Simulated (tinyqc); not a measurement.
Capacitances against the space between lines.

Endless row of lines of width wl, height tl and space sl between grounded planes at distance hd; e2 fills the gaps beside the lines, e1 the rest. Laplace's equation is solved on meshes of 3, 6 and 12 steps per unit u and extrapolated (Aitken), which is good to about 0.2 %. C_even (all lines at 1 V) is the capacitance Cg to the planes; C_odd (neighbours in antiphase) = Cg + 4 Cc if only nearest neighbours couple, which defines Cc; total with quiet neighbours Cg + 2 Cc. Plate values 2 eps0 e1 wl/hd and eps0 e2 tl/sl.

Inputs (values chosen for the exercise): relative permittivity above and below the lines e1 = 2.7; relative permittivity between the lines e2 = 2.7; line width, in units u wl = 4 u; line height tl = 6 u; distance to each plane hd = 8 u.

Constants: eps0 = 8.8541878128e-12 F/m. Results are converted to the units shown.

The same in every row: plate Cg (aF/um) = 23.9.

Capacitances against the space between lines:
```
sl (u)	Cg (aF/um)	Cc (aF/um)	Cg + 2 Cc (aF/um)	C_odd (aF/um)	plate Cc (aF/um)	share of coupling, 2 Cc/(Cg + 2 Cc) (%)
2	35.4	94.5	224	414	71.7	84.2
4	45.9	49.6	145	244	35.9	68.4
6	55.3	32.3	120	185	23.9	53.9
8	63.5	22.7	109	154	17.9	41.7
12	76.2	12.1	100	125	12.0	24.2
16	84.5	6.75	98.0	111	8.96	13.8
24	92.7	2.14	97.0	101	5.98	4.41
```

As sl goes from 2 to 24, Cg rises from 35.4 to 92.7 aF/um, Cc falls from 94.5 to 2.14 aF/um and the share of coupling falls from 84.2 to 4.41 %. Cg is 1.48 times its plate value in the first row and 3.88 times in the last; for Cc the ratios are 1.32 and 0.358. Neighbours in antiphase raise the load by a factor of 1.84 and 1.04 over quiet ones. For sl = 2, 4 the planes are farther than 0.8 of the pitch, so second neighbours couple too and Cg + 2 Cc understates the quiet load by a per cent or more.

Program tinyqc, `OMP_NUM_THREADS=1 python tinyqc.py 2790211 2790212 out.jsonl`; Intel Xeon 2.30GHz, shared host, one thread, about 1 s.
